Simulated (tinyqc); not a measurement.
Slater-Koster d bands of a bcc metal: one step. The block of one bond. Three cases, with inputs chosen for the exercise.

Task: Direction (1,1,1)/sqrt3; its eigenvalues must be dds once, ddp twice and ddd twice.

Slater-Koster d bands. For a bond with direction cosines (l, m, n) the 5 x 5 block is dds Ps + ddp Pp + ddd (1 - Ps - Pp), the projectors on sigma, pi and delta states about the bond; for instance <xy|xy> = 3 l^2 m^2 dds + (l^2 + m^2 - 4 l^2 m^2) ddp + (n^2 + l^2 m^2) ddd, <xy|yz> = 3 l m^2 n dds + l n (1 - 4 m^2) ddp + l n (m^2 - 1) ddd and <3z2-r2|3z2-r2> = (n^2 - (l^2 + m^2)/2)^2 dds + 3 n^2 (l^2 + m^2) ddp + (3/4)(l^2 + m^2)^2 ddd. H(k) sums the blocks times cos(k.R) over the neighbours; the d level is the zero of energy; k in 2 pi/a.

Give: block.

Case 1.

Values chosen (out of a larger set: of the size met in W; not measured data):
- dds = -1.344 eV (dd sigma)
- ddp = 0.833 eV (dd pi)
- ddd = -0.134 eV (dd delta)

Result:

block (eV), rows xy, yz, zx, x2-y2, 3z2-r2 and columns alike:
```
[[-0.3224, -0.5108, -0.5108, 0, -0.3722],
 [-0.5108, -0.3224, -0.5108, -0.3223, 0.1861],
 [-0.5108, -0.5108, -0.3224, 0.3223, 0.1861],
 [0, -0.3223, 0.3223, 0.5107, 0],
 [-0.3722, 0.1861, 0.1861, 0, 0.5107]]
```

Case 2.

Values chosen (out of a larger set: of the size met in W; not measured data):
- dds = -1.45 eV (dd sigma)
- ddp = 0.899 eV (dd pi)
- ddd = -0.072 eV (dd delta)

Result:

block (eV), rows xy, yz, zx, x2-y2, 3z2-r2 and columns alike:
```
[[-0.3156, -0.5672, -0.5672, 0, -0.3737],
 [-0.5672, -0.3156, -0.5672, -0.3237, 0.1869],
 [-0.5672, -0.5672, -0.3156, 0.3237, 0.1869],
 [0, -0.3237, 0.3237, 0.5753, 0],
 [-0.3737, 0.1869, 0.1869, 0, 0.5753]]
```

Case 3.

Values chosen (out of a larger set: of the size met in Mo; not measured data):
- dds = -1.215 eV (dd sigma)
- ddp = 0.778 eV (dd pi)
- ddd = -0.097 eV (dd delta)

Result:

block (eV), rows xy, yz, zx, x2-y2, 3z2-r2 and columns alike:
```
[[-0.2752, -0.4699, -0.4699, 0, -0.3368],
 [-0.4699, -0.2752, -0.4699, -0.2917, 0.1684],
 [-0.4699, -0.4699, -0.2752, 0.2917, 0.1684],
 [0, -0.2917, 0.2917, 0.4863, 0],
 [-0.3368, 0.1684, 0.1684, 0, 0.4863]]
```

Computed by tinyqc, one run a case: `OMP_NUM_THREADS=1 python tinyqc.py N N+1 out.jsonl` with N = 1450287, 1450640, 1450663; one thread of a shared Intel(R) Xeon(R) Processor @ 2.30GHz, about 0.05 s a run at most.
